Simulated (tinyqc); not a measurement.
Ballistic conductance of a hard-wall wire of circular section by counting modes: two steps of the calculation.

Subband edges E_(l,s) = C (j_(l,s)/a)^2/m with j_(l,s) the s-th zero of the Bessel function J_l; levels with l > 0 count twice; C = hbar^2/(2 m0). Every mode transmits fully; spin gives the factor 2 in 2 q^2/h, valleys the factor gv.

Values chosen for this exercise:
- T = 4 K (temperature)
- m = 0.43 m0 (mass)
- gv = 2 (valleys)
- Ef = 0.251 eV (Fermi energy above the bulk band edge)
- a = 4.2 nm (radius)
- Et = 0.314 eV (highest subband edge listed)

Constants: q = 1.602176634e-19 C, kB = 1.380649e-23 J/K, hbar = 1.054571817e-34 J s, h = 6.62607015e-34 J s, m0 = 9.1093837015e-31 kg, Vt = kB T/q, hbar^2/(2 m0) = 0.0380998212 eV nm^2. Results are converted to the units shown.

Task 1. Subband edges and their occupation. List the edges below Et; each adds its degeneracy times f = 1/(1 + exp((E_n - Ef)/Vt)) to the thermal mode count.

Give: edge; degeneracy; f.

Result 1.

```
mode  edge (eV)  degeneracy      f
0,1      0.0290           1  1.000
1,1      0.0737           2  1.000
2,1      0.1325           2  1.000
0,2      0.1531           1  1.000
3,1      0.2045           2  1.000
1,2      0.2472           2  1.000
4,1      0.2892           2  0.000
```

Task 2. Conductance and ballistic resistance. G = (2 q^2/h) gv M; at zero temperature M counts the edges below Ef, at T it is the sum of degeneracy times f. The smooth (Sharvin) count is kF^2 A/(4 pi), kF = sqrt(m Ef/C), A = pi a^2, perimeter p = 2 pi a, and with the boundary term kF^2 A/(4 pi) - kF p/(4 pi). The sum runs over the edges listed.

```
mode   edge (eV)  degeneracy          f
0,1   0.02904846           1  1.0000000
1,1   0.07374630           2  1.0000000
2,1   0.13247748           2  1.0000000
0,2   0.15305459           1  1.0000000
3,1   0.20446515           2  1.0000000
1,2   0.24722016           2  0.9999827
4,1   0.28923427           2  0.0000000
```

Find: M at zero temperature; M at T; G; resistance 1/G; smooth count.

Result 2.

M at zero temperature = 10
M at T = 10.00
G = 1550 uS
resistance 1/G = 0.6453 kohm
smooth count = 12.49

The smooth count is 25 % above M at T. With the boundary term it is 8.96.

tinyqc, about 0.04 s, one thread, Intel Xeon 2.30GHz (shared host): `OMP_NUM_THREADS=1 python tinyqc.py 2740046 2740047 out.jsonl`
